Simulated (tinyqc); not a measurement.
RHF in the sto-3g basis, for B+, spin multiplicity 1, step by step. One step of it, computed by the program tinyqc.

Question. Iteration 2: DIIS coefficients. Solve [B -1; -1 0][c; lambda] = [0; -1] for the coefficients, which sum to one.

B (overlaps of the stored error matrices):
```
               1              2
1  6.4374791e+01  2.5337866e+00
2  2.5337866e+00  2.0478111e-01
```

Give: DIIS coefficients.

Answer.

DIIS coefficients: -0.039  1.039
